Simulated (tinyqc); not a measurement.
Electron continuity equation in a given potential, Scharfetter-Gummel discretisation: three discretisations compared.

Steady state in one dimension: J = q mu n E + q D dn/dx with E = -dpsi/dx and D = mu Vt, dJ/dx = 0, fixed densities nL and nR at the ends. The potential is given, psi = U (x/L)^2, and is not changed by the electrons.

8 equal intervals. Fluxes J_i = (q D/h)(n_(i+1) P_i - n_i Q_i), d_i = (psi_(i+1) - psi_i)/Vt: Scharfetter-Gummel P = B(d), Q = B(-d), B(d) = d/(exp(d) - 1); central P = 1 - d/2, Q = 1 + d/2; upwind P = 1 + max(-d, 0), Q = 1 + max(d, 0). Balance at each inner node: J_i - J_(i-1) = 0. The reference is Scharfetter-Gummel on 1600 intervals.

Parameters, values chosen for the exercise; mobility close to that of germanium at room temperature:

| symbol | value | unit | meaning |
|---|---|---|---|
| T | 300 | K | temperature |
| mu | 3970 | cm^2/(V s) | electron mobility |
| L | 7.3 | um | length of the region |
| nL | 7.1e12 | cm^-3 | density at x = 0 |
| nR | 0 | cm^-3 | density at x = L |
| U | -0.36 | V | potential difference psi(L) - psi(0) |

Constants: q = 1.602176634e-19 C, kB = 1.380649e-23 J/K, Vt = kB T/q. Results are converted to the units shown.

Densities (cm^-3):

| node | Scharfetter-Gummel | central | upwind | reference |
|---|---|---|---|---|
| 0 | 7.100e12 | 7.100e12 | 7.100e12 | 7.100e12 |
| 1 | 5.712e12 | 5.707e12 | 5.821e12 | 5.712e12 |
| 2 | 2.974e12 | 2.898e12 | 3.514e12 | 2.974e12 |
| 3 | 1.002e12 | 8.561e11 | 1.677e12 | 1.002e12 |
| 4 | 2.184e11 | 1.159e11 | 6.597e11 | 2.184e11 |
| 5 | 3.081e10 | 1.230e9 | 2.188e11 | 3.081e10 |
| 6 | 2.806e9 | -1.032e8 | 6.076e10 | 2.806e9 |
| 7 | 1.589e8 | 2.399e7 | 1.258e10 | 1.590e8 |
| 8 | 0 | 0 | 0 | 0 |

What does the table show?

Largest errors as a share of the largest reference density listed: Scharfetter-Gummel 1.7e-6 %, central 2.1 %, upwind 9.5 %. The largest |d| is 3.26. Central differences give 1 negative value(s), since P or Q changes sign once |d| exceeds 2. Upwinding stays positive but acts as if D were larger by the factor 1 + |d|/2, up to 2.63 here.

Computed by the program tinyqc: `OMP_NUM_THREADS=1 python tinyqc.py 2220115 2220116 out.jsonl`, one thread of a shared Intel Xeon 2.30GHz, about 0.01 s for the whole run.
